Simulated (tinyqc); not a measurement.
Bond-orbital model of a tetrahedral semiconductor (Harrison's universal couplings), step by step. Values are carried at full precision from step to step, so a last printed digit may differ when a step is redone from the rounded ones.

Hybrid level eh = (es + 3 ep)/4; metallic energy V1 = (ep - es)/4 for each atom; covalent energy V2 = 3.22 hbar^2/(m d^2); polar energy V3 = (ehc - eha)/2; hbar^2/m = 2c, c = hbar^2/2m0. Polarity ap = V3/sqrt(V2^2 + V3^2), covalency ac = V2/sqrt(V2^2 + V3^2). p-p coupling at Gamma Exx = (4/3)(2.22 - 2 x 0.63) hbar^2/(m d^2) = 1.28 hbar^2/(m d^2), s-s coupling Ess = 4 x 1.32 hbar^2/(m d^2).

Constants: hbar^2/2m0 = 3.80998211 eV angstrom^2.

Parameters, chosen for this exercise (near tabulated values for AlN; the model gives trends, and its gaps can be far from the real ones; not measured data):
- esc = -10.84 eV (s level, cation)
- epc = -5.66 eV (p level, cation)
- esa = -26.22 eV (s level, anion)
- epa = -13.67 eV (p level, anion)
- d = 1.89 angstrom (bond length)
- Z = 5 (valence electrons of the anion)

## The three energies

Form the hybrid levels, V1, V2 and V3.

hbar^2/(m d^2) = 2.1332 eV

hybrid levels (eV): cation -6.9550, anion -16.8075

V1 (eV): cation 1.2950, anion 3.1375

V2, V3 (eV): 6.8689  4.9262

## Bond and antibond

The 2 x 2 problem [[ehc, -V2], [-V2, eha]] gives (ehc + eha)/2 -/+ sqrt(V2^2 + V3^2); ap = V3/sqrt(V2^2 + V3^2), ac = V2/sqrt(V2^2 + V3^2); the bond has weight (1 + ap)/2 on the anion.

levels (eV): bond -20.3340, antibond -3.4285

ap = 0.5828
ac = 0.8126
weight on the anion = 0.7914

## Charges

With dZ = Z - 4: effective charge Z* = 4 ap - dZ (positive on the cation); transverse charge eT* = Z* + (8/3) ap ac^2.

Z* = 1.331 e
eT* = 2.357 e

Charge that flows along the bonds as they stretch adds 1.03 e to the static value.

## Metallicity and a gap from the bond picture

Neighbouring bonds couple through V1: averaged V1b = V1c (1 - ap)/2 + V1a (1 + ap)/2 for the bond band and V1x = V1c (1 + ap)/2 + V1a (1 - ap)/2 for the antibond band. The top of the bond band lies V1b above the bond level and the bottom of the antibond band 3 V1x below the antibond level, so the gap is 2 sqrt(V2^2 + V3^2) - V1b - 3 V1x; metallicity am = (V1b + 3 V1x)/(2 sqrt(V2^2 + V3^2)).

V1b, V1x (eV): 2.7532  1.6793

gap = 9.114 eV
am = 0.461

The gap closes where am reaches one. The model gives trends; its gap can miss the real one by a factor of two to five, most in ratio for narrow gaps and most in eV for first-row compounds.

## Band edges at Gamma

Ev is the lower root of [[epa, Exx], [Exx, epc]] and the s-like conduction level the upper root of [[esa, Ess], [Ess, esc]], with Exx = 1.28 u and Ess = 5.28 u, u = hbar^2/(m d^2).

Exx, Ess (eV): 2.7305  11.2632

Ev = -14.512 eV
s-like conduction level = -4.892 eV
E0 gap = 9.620 eV

Universal couplings give the trend of E0 from compound to compound, not its value; it can miss by several eV and by a factor of two or more, and spin-orbit coupling is left out.

## Checks

- Bond level from the formula against the 2 x 2 matrix: both -20.3340.

Program tinyqc; command `OMP_NUM_THREADS=1 python tinyqc.py 1451111 1451112 out.jsonl`; about 0.01 s on one thread of a shared Intel(R) Xeon(R) Processor @ 2.30GHz.
